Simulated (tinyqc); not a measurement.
Diffused layer (Gaussian), carriers, mobility and sheet resistance: two steps of the calculation.

An n-type layer from the surface x = 0 to the junction xj, N(x) = N0 exp(-(x/Ld)^2). Local neutrality (no depletion at surface or junction, no spilling of carriers), intrinsic carriers neglected, full ionisation of active dopants.

Parameters, values chosen for the exercise; values close to those of arsenic in silicon over a p-type background: temperature T = 300 K; background doping of the opposite type Nb = 5.9e16 cm^-3; peak chemical concentration N0 = 4.5e18 cm^-3; mobility limit at high doping m1 = 53.2 cm^2/(V s); mobility limit at low doping, at 300 K m2 = 1460 cm^2/(V s); reference doping of the mobility law Nr = 9.46e16 cm^-3; exponent of the mobility law am = 0.705; temperature exponent of m2 bt = 2.3; solubility limit of active dopant Ns = 1.97e20 cm^-3; diffusion length 2 sqrt(D t) Ld = 51 nm.

Constants: q = 1.602176634e-19 C. Results are converted to the units shown.

Problem 1. Junction depth and local values. xj = Ld sqrt(ln(N0/Nb)); 11 equal steps from 0 to xj. Active dopant A = min(N, Ns); n = A - Nb; mobility mu = m1 + (m2 (T/300 K)^(-bt) - m1)/(1 + ((A + Nb)/Nr)^am).

Give: xj; x; N; A; n; mu.

Solution 1.

xj = 106.18 nm
x, point 0 to 11 (nm): [0.00, 9.65, 19.30, 28.96, 38.61, 48.26, 57.91, 67.57, 77.22, 86.87, 96.52, 106.18]
N, point 0 to 11 (cm^-3): [4.5000e18, 4.3417e18, 3.8993e18, 3.2599e18, 2.5369e18, 1.8378e18, 1.2393e18, 7.7792e17, 4.5455e17, 2.4724e17, 1.2518e17, 5.9000e16]
A, point 0 to 11 (cm^-3): [4.5000e18, 4.3417e18, 3.8993e18, 3.2599e18, 2.5369e18, 1.8378e18, 1.2393e18, 7.7792e17, 4.5455e17, 2.4724e17, 1.2518e17, 5.9000e16]
n, point 0 to 11 (in units of 1e18 cm^-3): [4.4410, 4.2827, 3.8403, 3.2009, 2.4779, 1.7788, 1.1803, 0.7189, 0.3956, 0.1882, 0.0662, 0.0000]
mu, point 0 to 11 (cm^2/(V s)): [139.17, 141.20, 147.57, 159.11, 177.37, 204.80, 244.93, 302.17, 380.68, 480.91, 594.37, 701.91]

The mobility runs from 139 to 702 cm^2/(V s).

Problem 2. Sheet quantities by the trapezoid rule. Dose = integral of N, carrier sheet density = integral of n, 1/Rs = q integral of n mu, mean mobility 1/(q Rs sheet density), Hall mobility (unit Hall factor) = integral of n mu^2 over integral of n mu, Hall sheet density = (integral of n mu)^2/integral of n mu^2; all from 0 to xj.

x, point 0 to 11 (nm): [0.00000, 9.65243, 19.30486, 28.95730, 38.60973, 48.26216, 57.91459, 67.56702, 77.21945, 86.87189, 96.52432, 106.17675]
N, point 0 to 11 (cm^-3): [4.5e18, 4.3416601e18, 3.8992917e18, 3.2598846e18, 2.5369116e18, 1.8377865e18, 1.2392855e18, 7.7791885e17, 4.5455226e17, 2.4724069e17, 1.2518223e17, 5.9e16]
n, point 0 to 11 (in units of 1e18 cm^-3): [4.4410000, 4.2826601, 3.8402917, 3.2008846, 2.4779116, 1.7787865, 1.1802855, 0.7189188, 0.3955523, 0.1882407, 0.0661822, 0.0000000]
mu, point 0 to 11 (cm^2/(V s)): [139.17003, 141.20370, 147.57050, 159.11167, 177.37354, 204.80435, 244.92561, 302.17437, 380.68377, 480.91145, 594.37168, 701.90727]

Wanted: dose; carrier sheet density; Rs; mean mobility; Hall mobility; Hall sheet density.

Solution 2.

dose = 2.0269e13 cm^-2
carrier sheet density = 1.9643e13 cm^-2
Rs = 1806.0 ohm/square
mean mobility = 175.94 cm^2/(V s)
Hall mobility = 197.28 cm^2/(V s)
Hall sheet density = 1.7518e13 cm^-2

Carriers make up 96.9 % of the dose. A Hall measurement weights the mobile tail, so its sheet density is 11 % below the true one.

Numbers from tinyqc (`OMP_NUM_THREADS=1 python tinyqc.py 2110027 2110028 out.jsonl`; about 0.01 s on one thread of a shared Intel Xeon 2.30GHz).
